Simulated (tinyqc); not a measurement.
The best anneal temperature for the time t: solubility, supersaturation, precipitation and gettering of an impurity in a silicon-like host. Computed by tinyqc, a small Python program. Command: `OMP_NUM_THREADS=1 python tinyqc.py 3031176 3031177 out.jsonl ripen walk`. One thread of a shared host (Intel(R) Xeon(R) Processor @ 2.30GHz), about 0.01 s of CPU time with the checks.

The wafer was saturated at T1 and is then held at T.

Inputs (values chosen for the exercise, modelled on copper in silicon):
```
quantity                                   value    unit
site density N0                            5e+22  1/cm^3
enthalpy of solution H                      1.51      eV
entropy of solution S                        2.2     k_B
diffusion prefactor D0                    0.0051  cm^2/s
migration energy Q                         0.424      eV
temperature of saturation T1                1250       K
anneal temperature T                        1031       K
sink density n                           5.2e+07  1/cm^3
initial sink radius r0                        15      nm
impurity density in the precipitate C_p  3.9e+22  1/cm^3
interface energy gamma                      0.55   J/m^2
anneal time t                                1.9       s
```

Constants: k_B = 8.617333262e-05 eV/K; k_B = 1.380649e-23 J/K.

Method:
- C_eq(T) = N0 exp(S/k_B - H/(k_B T)); D(T) = D0 exp(-Q/(k_B T)); C0 = C_eq(T1). Supersaturation s = C0/C_eq(T); critical radius r* = 2 gamma/(C_p k_B T ln s); barrier W* = (4 pi/3) gamma r*^2. Strain energy is left out.
- r_f = [r0^3 + 3 (C0 - C_eq)/(4 pi n C_p)]^(1/3), tau_f = 1/(4 pi n r_f D).
- Growing sinks: with y = r/r_f and y0 = r0/r_f, dy/dt = (1 - y^3)/(3 tau_f y), which integrates to t/tau_f = F(y) - F(y0), F(y) = (1/2) ln[(1 + y + y^2)/(1 - y)^2] - sqrt(3) arctan[(2y + 1)/sqrt(3)]; the share of the excess left is (1 - y^3)/(1 - y0^3), and C(t) = C_eq + (C0 - C_eq) x share.

C0 = 3.68439e+17 1/cm^3

Dissolved share after t:
```
T (K)     C_eq/C0  tau_f (s)  C(t)/C0
562    3.5238e-08     54.165  0.99608
650    2.4003e-06     16.556  0.97844
750    8.7357e-05      6.034  0.90810
850    1.3647e-03      2.790  0.74215
950    1.1952e-02      1.522  0.49754
1050   6.9242e-02      0.948  0.30829
1138   2.5167e-01      0.710  0.35429
1200   5.5761e-01      0.676  0.61102
```

The lowest dissolved share among these rows is 0.31 at 1050 K. Above it solubility sets the floor; below it diffusion is too slow for this time. Solubility falls with H = 1.51 eV and diffusion with Q = 0.424 eV.

Extremes, crossings and ranges named in words are read from the listed rows.
